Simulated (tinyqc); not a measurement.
Inside a calculation. Model: off-state leakage of single and stacked transistors.

Numbers from tinyqc (`OMP_NUM_THREADS=1 python tinyqc.py 2242251 2242252 out.jsonl`; about 0.03 s on one thread of a shared Intel Xeon 2.30GHz). Printed values are rounded.

n-channel devices of unit width. Subthreshold current I(Vg, Vs, Vd) = I0 (T/300 K)^0.5 exp[(Vg - Vs - VT(T) - gb (Vs - Vb) + dd (Vd - Vs))/(nf Vt)] (1 - exp(-(Vd - Vs)/Vt)), VT(T) = VT - cT (T - 300 K). Gate-edge tunnelling Ig (Vd/1 V) exp(ag (Vd - 1 V)), for a gate at 0 V, and band-to-band leakage Ab u exp(-Bb/u), u = Vd - Vb + 1 V, flow at a drain held at V; both are taken as independent of T. In a stack of off transistors (all gates at 0 V) the same subthreshold current passes through each.

Values chosen for this exercise; values of the order met in bulk silicon logic transistors: temperature T = 398 K; supply voltage V = 1.1 V; threshold at 300 K, zero drain and body bias VT = 0.38 V; fall of the threshold with temperature cT = 0.5 mV/K; current at threshold at 300 K I0 = 0.16 uA/um; slope factor nf = 1.3; drain-induced lowering per volt dd = 0.12; rise of the threshold per volt of source-body bias gb = 0.2; gate-edge tunnelling current at 1 V Ig = 1e-6 uA/um; exponential slope of the gate current ag = 5.5 1/V; prefactor of band-to-band leakage at the drain Ab = 30 uA/(um V); its exponential voltage Bb = 26 V; body voltage Vb = -0.3 V.

Constants: q = 1.602176634e-19 C, kB = 1.380649e-23 J/K, Vt = kB T/q. Results are converted to the units shown.

## Leakage of one transistor

Vg = Vs = 0, Vd = V; effective threshold VT(T) - gb Vb - dd V.

effective threshold = 0.259 V
parts (nA/um): subthreshold 0.552955, gate edge 0.00190658, band-to-band 1.42061
total = 1.97547 nA/um
shares (%): subthreshold 27.9910, gate edge 0.0965125, band-to-band 71.9125

The band-to-band part is the largest.

## Starting value

Vx = dd V/(1 + gb + 2 dd), the solution for Vx well above Vt, rounded to three decimals.

Vx at the start = 0.092 V

## Iteration 1: new Vx

Stack of two, Vx the node between them: I_low = I(0, 0, Vx), I_up = I(0, Vx, V), f = ln(I_up/I_low), f' = -(1 + gb + 2 dd)/(nf Vt) - 1/(Vt (exp(Vx/Vt) - 1)) - 1/(Vt (exp((V - Vx)/Vt) - 1)), Vx(new) = Vx - f/f'.

I_low = 0.0341743 nA/um
I_up = 0.0362905 nA/um
f = 0.0600810
f' = -34.4377 1/V
Vx after iteration 1 = 0.0937446 V

## Iteration 2: new Vx

As before.

I_low = 0.0344602 nA/um
I_up = 0.0344637 nA/um
f = 1.00009e-4
f' = -34.3241 1/V
Vx after iteration 2 = 0.0937475 V

## Course of the iteration

Stop when the step is below 1e-11 V, or after 40 iterations.

Course of the iteration:
```
iteration	Vx before the step (V)	step (V)
1	0.092	1.74e-3
2	0.0937446	2.91e-6
3	0.0937475	7.82e-12
```

Converged in 3 iterations. The subthreshold current of the stack is 0.03446 nA/um, 16.0 times less than that of one transistor (the drain leakage is unchanged); the estimate exp[dd V (1 + gb + dd)/((1 + gb + 2 dd) nf Vt)] gives 15.1.
